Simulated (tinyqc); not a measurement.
Channel length: inversion-layer mobility, back-scattering and ballistic limit of a field-effect transistor. Computed by tinyqc, a small Python program. Command: `OMP_NUM_THREADS=1 python tinyqc.py 3031359 3031360 out.jsonl mos walk`. One thread of a shared host (Intel(R) Xeon(R) Processor @ 2.30GHz), about 0.01 s of CPU time with the checks.

The charge at the top of the source barrier is fixed by the gate; series resistance and short-channel effects are left out. F_j are Fermi integrals normalised to exp(eta) in the classical limit.

Inputs (values chosen for the exercise, modelled on a germanium p-channel):

| quantity | value | unit |
|---|---|---|
| transport mass m | 0.19 | m_0 |
| valley degeneracy g_v | 1 | - |
| weight w of the inversion charge | 0.333 | - |
| permittivity eps | 16 | - |
| phonon mobility at 1 MV/cm and 300 K, mu_ph | 230 | cm^2/(V s) |
| roughness mobility at 1 MV/cm, mu_sr | 290 | cm^2/(V s) |
| Coulomb mobility at N_inv = 1e12/cm^2, mu_C | 450 | cm^2/(V s) |
| electrical oxide thickness t_inv | 1.9 | nm |
| depletion charge N_dep | 4.6e+11 | 1/cm^2 |
| gate overdrive V_G - V_T | 0.74 | V |
| drain voltage V_D | 0.05 | V |
| exponent a of the critical length | 0.57 | - |
| temperature T | 300 | K |

Statistics at the top of the barrier: Fermi-Dirac.

Constants: eps_0 = 8.8541878128e-12 F/m; e = 1.602176634e-19 C; m_0 = 9.1093837015e-31 kg; k_B = 1.380649e-23 J/K; hbar = 1.054571817e-34 J s; k_B = 8.617333262e-05 eV/K.

Method:
- N_inv = 3.9 eps_0 (V_G - V_T)/(e t_inv); effective field E_eff = e (N_dep + w N_inv)/(eps eps_0).
- mu_phonon = mu_ph (E_eff/1 MV/cm)^(-0.3) (T/300 K)^(-1.75); mu_rough = mu_sr (E_eff/1 MV/cm)^(-2); mu_Coulomb = mu_C (N_inv/1e12 cm^-2) (T/300 K); Matthiessen's rule adds 1/mu.
- F_j(eta) = (1/Gamma(j + 1)) int_0^infinity x^j/(1 + exp(x - eta)) dx, F_0 = ln(1 + exp(eta)). Integrals over x = E/(k_B T) use 160 Gauss-Legendre points in u = sqrt(x) from 0 to sqrt(max(eta, 0) + 32).
- Ballistic channel: N_2D = g_v m k_B T/(pi hbar^2), U = e V_D/(k_B T); eta_F solves N_inv = (N_2D/2)[F_0(eta_F) + F_0(eta_F - U)]; v_T = sqrt(2 k_B T/(pi m)); I/W = e (N_2D/2) v_T [F_1/2(eta_F) - F_1/2(eta_F - U)]; injection velocity v_T F_1/2(eta_F)/F_0(eta_F).
- Mean free path lambda = (2 k_B T/e)(mu/v_T) F_0(eta_0)/F_-1/2(eta_0), with eta_0 from N_inv = N_2D F_0(eta_0); critical length l = L (1 + U)^(-a), an empirical rule; back-scattering r = l/(l + lambda). Then eta solves N_inv = (N_2D/2)[(1 + r) F_0(eta) + (1 - r) F_0(eta - U)] and I/W = e (N_2D/2) v_T (1 - r)[F_1/2(eta) - F_1/2(eta - U)].
- The last column is the long-channel law e N_inv mu V/L with V = V_D - V_D^2/(2 V_ov) below pinch-off and V_ov/2 above, V_ov = V_G - V_T.

inversion density N_inv = 8.39423e+12 1/cm^2

effective mobility mu = 252.923 cm^2/(V s)

ballistic current I/W = 862.906 microampere/micrometre

Currents (microampere/micrometre):

| L (nm) | r | I/W | ballistic ratio | long-channel law |
|---|---|---|---|---|
| 5 | 0.12122 | 745.74 | 0.86422 | 3286.7 |
| 10 | 0.21623 | 656.22 | 0.76048 | 1643.3 |
| 20 | 0.35557 | 528.67 | 0.61266 | 821.7 |
| 40 | 0.52461 | 380.07 | 0.44046 | 410.8 |
| 80 | 0.68819 | 242.88 | 0.28147 | 205.4 |
| 160 | 0.81530 | 140.88 | 0.16326 | 102.7 |
| 400 | 0.91691 | 62.28 | 0.07218 | 41.1 |
| 1000 | 0.96502 | 26.00 | 0.03013 | 16.4 |

What does the comparison show, and why?

The current scales as L^-0.95 at the long end and as L^-0.18 at the short end, where it reaches 86 % of the ballistic 863. The long-channel law passes the ballistic limit between 10.0 and 20.0 nm and has no meaning below. At 1000 nm the model gives 1.58 times the long-channel law; the rule for l is a fit for short devices and fails wherever the model exceeds that law. Raising mu by 10 % at 20 nm raises I by 3.7 %.

Extremes, crossings and ranges named in words are read from the listed rows.
